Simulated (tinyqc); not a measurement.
# Short-channel transistor, virtual-source model with series resistance: what changes with what

The current per gate width is the charge at the top of the source barrier (the virtual source) times its velocity times a saturation function; al and be are fitting constants of the model. Units: I in uA/um, Rs in ohm um, so I Rs = 1e-6 I Rs in volts; Q in uC/cm^2, so I = 1e-4 Q vx0 Fsat with vx0 in cm/s.

Inputs (values chosen for the exercise): temperature T = 350 K; inversion capacitance Cinv = 3.93 uF/cm^2; velocity at the virtual source vx0 = 5.84e6 cm/s; apparent mobility mu = 630 cm^2/(V s); channel length L = 12 nm; threshold at zero drain voltage VT0 = 0.49 V; drain-induced barrier lowering dl = 0.112 V/V; subthreshold factor n0 = 1.14; growth of n with drain voltage nd = 0.2 1/V; threshold shift (in units of Vt) from weak to strong inversion al = 3.5; sharpness of saturation be = 1.8; series resistance of each contact Rs = 30 ohm um.

Constants: q = 1.602176634e-19 C, kB = 1.380649e-23 J/K, Vt = kB T/q. Results are converted to the units shown.

Each table varies one quantity; the others keep the values above.

## Transfer curves at low and high drain voltage

Intrinsic voltages Vg' = Vgs - I Rs, Vd' = Vds - 2 I Rs. n = n0 + nd Vd', VT = VT0 - dl Vd', Ff = 1/(1 + exp((Vg' - VT + al Vt/2)/(al Vt))), Q = Cinv n Vt ln(1 + exp((Vg' - VT + al Vt Ff)/(n Vt))), Vdsat = (vx0 L/mu)(1 - Ff) + Vt Ff, Fsat = u/(1 + u^be)^(1/be) with u = Vd'/Vdsat, and I = Q vx0 Fsat per width. I is solved self-consistently. Columns for Vds = 0.05 V and 0.7 V; gm = dI/dVgs at 0.7 V.

Results:
```
Vgs (V)	I, low Vds (uA/um)	I, high Vds (uA/um)	gm (uS/um)
0	0.0011359	0.029202	0.73263
0.09	0.014310	0.26873	6.4807
0.26	1.3236	11.532	221.67
0.35	10.617	52.561	749.49
0.44	54.372	149.87	1385.3
0.52	142.00	276.09	1733.9
0.61	275.73	442.10	1931.2
0.7	415.92	620.74	2027.3
```

Estimate the missing row, Vgs = 0.17 V.

Computed row:
```
Vgs (V)	I, low Vds (uA/um)	I, high Vds (uA/um)	gm (uS/um)
0.17	0.12814	1.7432	39.173
```

With this row back in the table: At Vds = 0.7 V the current spans 4.3 decades, from 0.0292 to 621 uA/um. Between the first two rows the swing is 93.4 mV a decade, against n Vt ln 10 = 88.9. At Vgs = 0 the higher drain voltage raises the current by a factor of 25.7, at Vgs = 0.7 V by 1.49. The transconductance rises from 0.733 to 2030 uS/um; Cinv vx0, its value in strong inversion and saturation without series resistance, is 2300 uS/um.

## Effect of the drain-induced barrier lowering on the on and off currents

Same model as above.

Ion is I at Vgs = Vds = 0.7 V, Ioff at Vgs = 0, Vds = 0.7 V, and Rlin = Vds/I at Vgs = 0.7 V, Vds = 0.05 V.

Effect of the drain-induced barrier lowering on the on and off currents:
```
dl (V/V)	Ion (uA/um)	Ioff (nA/um)	log10(Ion/Ioff)	Rlin (ohm um)
0	470.76	4.0115	5.0695	121.45
0.04	524.12	8.1801	4.8067	121.00
0.08	577.75	16.619	4.5411	120.56
0.12	631.49	33.603	4.2740	120.13
0.16	685.19	67.536	4.0063	119.70
0.2	738.76	134.71	3.7391	119.28
0.24	792.12	266.13	3.4737	118.87
0.28	845.19	519.57	3.2113	118.46
```

As dl goes from 0 to 0.28 V/V, Ion rises from 471 to 845 uA/um, Ioff rises from 4.01 to 520 nA/um and Rlin falls from 121 to 118 ohm um. Ion changes by a factor of 1.80 and Ioff by 130. The off current depends on it through an exponential, the on current about linearly.

Computed by the program tinyqc: `OMP_NUM_THREADS=1 python tinyqc.py 2380046 2380047 out.jsonl`, one thread of a shared Intel Xeon 2.30GHz, about 0.01 s for the whole run.
